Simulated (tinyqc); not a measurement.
Atomic layer deposition: Langmuir saturation, growth per cycle and coating of deep features: one step, computed by the program tinyqc. Command: `OMP_NUM_THREADS=1 python tinyqc.py 3009397 3009398 out.jsonl ald walk`. One thread of a shared host (Intel(R) Xeon(R) Processor @ 2.30GHz), about 0.03 s of CPU time with the checks.

Precursor A sticks only on free sites, so a long enough pulse saturates; co-reactant B then frees the sites again.

Task: Flux and saturation time. Wall flux F = p/sqrt(2 pi M k_B T); rate of filling k_a = beta F/q; desorption k_d = 1e13 exp(-E_d/(k_B T)) per second. 1/m^2 = 1e-18/nm^2. Temperatures in kelvin are T(C) + 273.15.

Inputs (values chosen for the exercise, modelled on zinc oxide from diethylzinc and water):
```
quantity                                 value    unit
precursor mass M                           124       u
site density q                             7.4  1/nm^2
sticking probability beta on free sites  0.072       -
precursor pressure p                        15      Pa
temperature T                              200       C
desorption energy E_d                     1.59      eV
```

Constants: u = 1.6605390666e-27 kg; k_B = 1.380649e-23 J/K; k_B = 8.617333262e-05 eV/K.

Give: flux F; k_a; k_d; time to 99 % without desorption, ln(100)/k_a.

Result:

flux F = 1.6316e+05 1/(nm^2 s)

k_a = 1587.5 1/s

k_d = 1.1589e-04 1/s

time to 99 % without desorption, ln(100)/k_a = 0.0029008 s
